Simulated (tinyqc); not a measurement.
Landau levels of a non-parabolic (Kane) conduction band at kz = 0, step by step. Values are carried at full precision from step to step, so a last printed digit may differ when a step is redone from the rounded ones.

In a field B along z: l = 1/sqrt((e/hbar) B) is the magnetic length, n_B = B/(h/e) the number of states per area in one level, hbar wc = 2 muB B/m for mass m in m0; 1/angstrom^2 = 1e16/cm^2.

Constants: e/hbar = 1.519267448e-05 1/(T angstrom^2); h/e = 413566.7697 T angstrom^2; muB = 5.788381798e-05 eV/T; e^2/h = 3.874045865e-05 S.

Parameters, chosen for this exercise (near those of GaSb; the results hold for these values, not for the real material): B = 1.4 T (magnetic field); n = 5.9 x 1e11/cm^2 (electron sheet density); Eg = 0.833 eV (gap); Dso = 0.743 eV (spin-orbit splitting); Ep = 26.8 eV (Kane energy).

## Scales set by the field

Give l, n_B and the filling factor nu = n/n_B.

l = 216.83 angstrom
n_B = 0.3385 x 1e11/cm^2
nu = 17.429

## The lowest levels

Three-level Kane model: E = (N + 1/2) 2 muB B/m(E) + s g(E) muB B, s = +/-1/2, with 1/m(E) = 1 + (Ep/3)(2/(E + Eg) + 1/(E + Eg + Dso)) and g(E) = 2 - (2 Ep/3)(1/(E + Eg) - 1/(E + Eg + Dso)); E from the band edge, solved self-consistently; remote bands are left out, and so is the confinement energy of a real sheet, which raises m and lowers |g|.

List the eight lowest, in meV, with the gap to the next.

Levels:

| label | E (meV) | gap above (meV) |
|---|---|---|
| 0+ | 1.947 | 0.652 |
| 0- | 2.599 | 3.867 |
| 1+ | 6.466 | 0.643 |
| 1- | 7.109 | 3.835 |
| 2+ | 10.943 | 0.633 |
| 2- | 11.577 | 3.804 |
| 3+ | 15.381 | 0.624 |
| 3- | 16.005 | 3.774 |

The largest of these gaps, 3.87 meV, first occurs above level 0- and is kB T at 45 K.

## Fields of the Hall plateaus

A plateau is centred where nu = n/n_B equals 1, 2, 3, 4, 5, 6; there rho_xy = h/(nu e^2).

Plateaus:

| nu | B (T) | 1/B (1/T) | rho_xy (kohm) |
|---|---|---|---|
| 1 | 24.400 | 0.0410 | 25.8128 |
| 2 | 12.200 | 0.0820 | 12.9064 |
| 3 | 8.133 | 0.1229 | 8.6043 |
| 4 | 6.100 | 0.1639 | 6.4532 |
| 5 | 4.880 | 0.2049 | 5.1626 |
| 6 | 4.067 | 0.2459 | 4.3021 |

The order of the levels can change with B, but these counts hold wherever the levels are resolved.

## Checks

- Mean of the two lowest levels at 1e-4 T against muB B/m(0), as a ratio: both 1.0000.

tinyqc: `OMP_NUM_THREADS=1 python tinyqc.py 1280638 1280639 out.jsonl`; about 0.07 s, one thread, shared Intel(R) Xeon(R) Processor @ 2.30GHz.
